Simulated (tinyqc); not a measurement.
Single-band model of a thermoelectric material: one step, computed by the program tinyqc. Command: `OMP_NUM_THREADS=1 python tinyqc.py 3019323 3019324 out.jsonl thermo walk`. One thread of a shared host (Intel(R) Xeon(R) Processor @ 2.30GHz), about 0.01 s of CPU time with the checks.

One spherical band, one scattering law, no minority carriers and no phonon drag. In a real material minority carriers limit |S| to about E_g/(2 e T), so larger values are formal. eta = E_F/(k_B T) is counted from the band edge; f = 1/(1 + exp(x - eta)).

Question. Coefficients. sigma = e mu_0 N_0 <s> with mu_0 = e tau_0/m = mu_300 (T/300 K)^(-p); |S| = (k_B/e)(<x s>/<s> - eta); Lorenz number L = (k_B/e)^2 (<x^2 s>/<s> - (<x s>/<s>)^2); kappa_e = L sigma T; zT = S^2 sigma T/(kappa_L + kappa_e). Hall factor r_H = <G^(3/2)> <G^(3/2 + 2r)/D^4>/<s>^2; drift mobility sigma/(n e) with n = N_0 <G^(3/2)>; power factor S^2 sigma.

Inputs (values chosen for the exercise, modelled on p-type Bi2Te3):

| quantity | value | unit |
|---|---|---|
| mobility parameter mu_300 | 560 | cm^2/(V s) |
| temperature exponent p | 2.5 | - |
| lattice thermal conductivity kappa_L | 0.82 | W/(m K) |
| temperature T | 420 | K |

Band: Kane. Scattering: acoustic phonons, r = -0.5.

N_0 = 3.127000e+19 1/cm^3

<s> = 0.2892411

<x s> = 0.5424965

reduced Fermi level eta = -0.3365398

<x^2 s> = 1.471953

<G^(3/2)> = 1.279181

<G^(3/2 + 2r)/D^4> = 0.1364114

Constants: e = 1.602176634e-19 C; k_B = 8.617333262e-05 eV/K.

Give: conductivity sigma; Seebeck coefficient |S|; Lorenz number L; drift mobility; Hall factor r_H; power factor; kappa_e; zT.

Answer.

conductivity sigma = 349.9 S/cm

Seebeck coefficient |S| = 190.6 microvolt/K

Lorenz number L = 1.167 1e-8 V^2/K^2

drift mobility = 54.60 cm^2/(V s)

Hall factor r_H = 2.086

power factor = 12.72 microwatt/(cm K^2)

kappa_e = 0.1715 W/(m K)

zT = 0.5386

L is 48 % of the degenerate value pi^2/3 (k_B/e)^2 = 2.443. The charge carriers transport 17 % of the heat.
